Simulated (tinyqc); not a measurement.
# From one set of inputs to another, one input at a time

Model: spin coating of a resist or spin-on film: centrifugal thinning, evaporation and the final thickness (Emslie and Meyerhofer models). Computed by tinyqc, a small Python program. Command: `OMP_NUM_THREADS=1 python tinyqc.py 3114055 3114056 out.jsonl spincoat ladder`. One thread of a shared host (Intel(R) Xeon(R) Processor @ 2.30GHz), about 0.3 s of CPU time with the checks.

A Newtonian film stays uniform over the wafer; solvent and solids have the same density and the concentration is uniform through the thickness.

The inputs printed are set A. Inputs not listed in the table keep their values of set A, so the rows need not describe a real material.

Inputs (values chosen for the exercise, of the order of those of a polymer resist in an ester solvent):

| quantity | value | unit |
|---|---|---|
| solids volume fraction c0 | 0.14 | - |
| kinematic viscosity of the solvent nu_s | 1.2 | mm^2/s |
| viscosity constant k | 2900 | mm^2/s |
| viscosity exponent gamma | 3.3 | - |
| spin speed f | 2000 | rpm |
| evaporation rate at 1000 rpm e0 | 0.12 | micrometre/s |
| starting thickness h0 | 200 | micrometre |
| wafer radius R | 50 | mm |
| shrinkage in the bake | 10 | % |

Method:
- omega = 2 pi f/60; nu(c) = nu_s + k c^gamma; evaporation rate e = e0 sqrt(f/1000 rpm).
- Flow constant K = 2 omega^2/(3 nu(c0)); Reynolds number of the air omega R^2/nu_air with nu_air = 15 mm^2/s.
- Meyerhofer estimate: flow rules until (1 - c0) K h^3 = e, then evaporation alone: h_w = (e/((1 - c0) K))^(1/3), dry film c0 h_w.
- Full model for solids s and liquid l per area, h = s + l, c = s/h: ds/dt = -c Q, dl/dt = -(1 - c) Q - e, Q = 2 omega^2 h^3/(3 nu(c)); integrated adaptively (relative tolerance 1e-9) until l = 0.
- Dry film = s at l = 0, before the bake; film after the bake = s x (1 - shrinkage).

Each row keeps all changes above it:

| input moved | from | to | dry film (nm) | time to dry (s) | wet thickness h_w (micrometre) |
|---|---|---|---|---|---|
| set A | - | - | 557.5 | 22.87 | 3.358 |
| spin speed f (rpm) | 2000 | 2500 | 498.7 | 18.30 | 3.004 |
| starting thickness h0 (micrometre) | 200 | 600 | 498.7 | 18.30 | 3.004 |
| evaporation rate at 1000 rpm e0 (micrometre/s) | 0.12 | 0.42 | 757.1 | 7.94 | 4.560 |
| viscosity exponent gamma | 3.3 | 3 | 887.0 | 9.32 | 5.369 |
| viscosity constant k (mm^2/s) | 2900 | 590 | 575.0 | 6.11 | 3.625 |
| solids volume fraction c0 | 0.14 | 0.041 | 110.8 | 4.67 | 2.659 |
| kinematic viscosity of the solvent nu_s (mm^2/s) | 1.2 | 0.98 | 104.3 | 4.39 | 2.492 |

Which inputs carry the difference?

dry film goes from 558 to 104, a factor 0.187 in all. The largest single move comes from solids volume fraction c0 (a factor 0.193), and evaporation rate at 1000 rpm e0 works against it (a factor 1.52). Time to dry goes from 22.9 to 4.39, a factor 0.192 in all. The largest single move comes from evaporation rate at 1000 rpm e0 (a factor 0.434), and viscosity exponent gamma works against it (a factor 1.17). wet thickness h_w goes from 3.36 to 2.49, a factor 0.742 in all. The largest single move comes from evaporation rate at 1000 rpm e0 (a factor 1.52), but it runs against the net change; the largest move in the direction of the net change is viscosity constant k (a factor 0.675). The single moves hold for this order of the switches; the total does not depend on the order.

Extremes, crossings and ranges named in words are read from the listed rows.
